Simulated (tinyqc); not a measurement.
# Area and perimeter leakage from two diodes

Inverse problem. A square diode and a finger diode leak I = JA area + JP perimeter. Find JA, JP and the side of the square at which both parts are equal.

areas (um^2): 90000  56000
perimeters (um): 1200  22960
leakage currents (pA): 28.864800  19.159840

Answer. Two linear equations give JA and JP; for a square of side a, JA a^2 = 4 JP a at a = 4 JP/JA.

JA = 3.20e-8 A/cm^2
JP = 5.40e-13 A/cm
side for equal parts = 0.675 um

Program tinyqc, `OMP_NUM_THREADS=1 python tinyqc.py 2290066 2290067 out.jsonl`; Intel Xeon 2.30GHz, shared host, one thread, about 0.01 s.
